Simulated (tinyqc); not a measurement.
## Long-channel MOSFET, surface-potential model: potential, charge and velocity along the channel

n-channel transistor on a uniformly doped p-type body, gradual-channel approximation, constant mobility, Boltzmann statistics, full ionisation. Potentials are counted from the neutral body; V is the electron quasi-Fermi potential, Vsb at the source and Vsb + Vds at the drain. Charges are magnitudes per area.

ni = sqrt(Nc Nv) exp(-Eg/(2 Vt)), Eg in volts; phiF = Vt ln(Na/ni); Cox = eps0 eox/tox; gamma = sqrt(2 q eps0 eps_r Na)/Cox. The surface potential psi at channel potential V solves Vgs + Vsb - Vfb - psi = gamma sqrt(G), G = psi - Vt + Vt exp((psi - 2 phiF - V)/Vt). Charge sheet: Qi = Cox gamma [sqrt(G) - sqrt(psi - Vt)]; I = mu (W/L) [integral of Qi dpsi from psi_0 to psi_L (drift) + Vt (Qi0 - QiL) (diffusion)], with psi_0 at V = Vsb and psi_L at V = Vsb + Vds. The current is the same at every point, so the place y where the channel potential is Vsb + v follows from y/L = I(Vds = v)/I(Vds); the mean carrier velocity is I/(W Qi).

Values chosen for this exercise; material values close to those of silicon:
- T = 300 K (temperature)
- Eg = 1.12 eV (band gap)
- eps_r = 11.5 (relative permittivity of the semiconductor)
- Nc = 2.85e19 cm^-3 (conduction-band density of states at T)
- Nv = 2.64e19 cm^-3 (valence-band density of states at T)
- Na = 3e15 cm^-3 (acceptor density of the body)
- eox = 7.6 (relative permittivity of the gate insulator)
- tox = 5.7 nm (insulator thickness)
- Vfb = -0.91 V (flat-band voltage)
- mu = 360 cm^2/(V s) (channel mobility)
- W = 20 um (gate width)
- L = 1 um (gate length)
- Vsb = 1 V (source-body reverse bias)
- Vgs = 0.18 V (gate-source voltage)
- Vds = 0.2 V (drain-source voltage)

Constants: q = 1.602176634e-19 C, kB = 1.380649e-23 J/K, Vt = kB T/q, eps0 = 8.8541878128e-14 F/cm where lengths are in cm. Results are converted to the units shown.

Along the channel:
```
v (V)  psi (V)  Qi (nC/cm^2)     y/L  velocity (cm/s)
0.025    1.875         210.9  0.1968          4.450e5
0.05     1.895         187.2  0.3716          5.012e5
0.075    1.915         164.2  0.5250          5.716e5
0.1      1.933         141.7  0.6577          6.621e5
0.125    1.952         120.1  0.7705          7.816e5
0.15     1.969         99.31  0.8643          9.449e5
0.175    1.985         79.67  0.9404          1.178e6
0.2      2.001         61.40   1.000          1.528e6
```

What does the comparison show?

Half of the listed voltage range, v = 0.1 V, is reached at y/L = 0.658. The charge falls from 211 to 61.4 nC/cm^2 over the rows, so the velocity rises by a factor of 3.43 to keep the current constant.

Program tinyqc, `OMP_NUM_THREADS=1 python tinyqc.py 2360103 2360104 out.jsonl`; Intel Xeon 2.30GHz, shared host, one thread, about 0.05 s.
